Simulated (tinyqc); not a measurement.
# Weibull slope from two areas

Inverse problem. Oxide breakdown times follow a Weibull law, F = 1 - exp(-(t/t63)^beta). For defects spread at random t63 goes as A^(-1/beta). Find beta and the time at which the share Fp of the area-A2 devices has failed, t63(A2) (-ln(1 - Fp))^(1/beta).

Values chosen for this exercise: area of a test capacitor A1 = 2200 um^2; gate area of the product A2 = 1.7e6 um^2; allowed share of failed products Fp = 1e-6.

t63 at the areas A1 and A2 (s): 1400  119.25832

Solution. beta = ln(A2/A1)/ln(t63(A1)/t63(A2)).

beta = 2.70
time to Fp = 0.715 s

tinyqc, about 0.01 s, one thread, Intel Xeon 2.30GHz (shared host): `OMP_NUM_THREADS=1 python tinyqc.py 2070157 2070158 out.jsonl`
